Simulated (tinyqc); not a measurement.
Inside a calculation. Model: junctionless gate-all-around wire, depletion approximation.

Computed by the program tinyqc: `OMP_NUM_THREADS=1 python tinyqc.py 2460047 2460048 out.jsonl`, one thread of a shared Intel Xeon 2.30GHz, about 0.01 s for the whole run. Printed values are rounded.

A uniformly doped n-type wire of radius R under a surrounding gate; long channel. Below flat band a shell from radius rc to R is fully depleted and the neutral core, at channel potential V (0 at the source, Vd at the drain), carries the current with constant mobility; s = (rc/R)^2 is the share of the cross-section that conducts. The edge of the depleted shell is taken as abrupt, so there is no subthreshold current.

Inputs (values chosen for the exercise); material values close to those of silicon:
- eps_r = 11.6 (relative permittivity of the semiconductor)
- eox = 22 (relative permittivity of the gate insulator)
- tox = 9.7 nm (insulator thickness)
- R = 10 nm (wire radius)
- Nd = 1.9e19 cm^-3 (donor density)
- Vfb = 0.93 V (flat-band voltage)
- mu = 38 cm^2/(V s) (effective mobility in the wire)
- L = 0.5 um (gate length)
- Vg = 0.4 V (gate voltage)
- Vd = 0.5 V (drain voltage)

Constants: q = 1.602176634e-19 C, eps0 = 8.8541878128e-14 F/cm where lengths are in cm. Results are converted to the units shown.

## Voltages that deplete the wire

Cox = eps0 eox/(R ln(1 + tox/R)); A = q Nd R^2/(4 eps0 eps_r); B = q Nd R/(2 Cox); VT = Vfb - A - B.

Cox = 2.87290 uF/cm^2
A = 0.740964 V
B = 0.529802 V
VT = -0.340767 V

Of the 1.27 V needed, 41.7 % drops over the insulator. The device is normally on.

## Iteration 1: conducting share at the source by Newton steps

s at the start = 0.8

With V = 0: f = A (1 - s + s ln s) + B (1 - s) - (Vfb - Vg); f' = A ln s - B; s(new) = s - f/f'.

f = -0.408120 V
f' = -0.695144 V
s after iteration 1 = 0.212899

## Iteration 2: conducting share at the source by Newton steps

As before.

f = 0.226192 V
f' = -1.67603 V
s after iteration 2 = 0.347856

## Course of the iteration: conducting share at the source by Newton steps

Stop when s changes by less than 1e-11, or after 30 iterations. s must stay positive.

Course of the iteration:
```
iteration,s,|change|
1,0.212899,0.587
2,0.347856,0.135
3,0.368088,0.0202
4,0.368424,3.37e-4
5,0.368424,8.98e-8
6,0.368424,< 1e-13
```

Converged in 6 iterations. At the end the number of correct digits about doubles with each step.

## Core radius, conductance and current

s0 = 0.368424
sL = 0.0756181

s solves Vfb - Vg + V = A (1 - s + s ln s) + B (1 - s), and s = 0 where the left side exceeds A + B. I = (q mu Nd pi R^2/L)[g(s0) - g(sL)], g = A (s^2/4 - (s^2/2) ln s) + B s^2/2, with s0 at V = 0 and sL at V = Vd. rc = R sqrt(s0); the small-signal conductance at Vd = 0 is q mu Nd pi R^2 s0/L.

rc at the source = 6.06980 nm
conductance = 2.67779 uS
I = 0.750590 uA
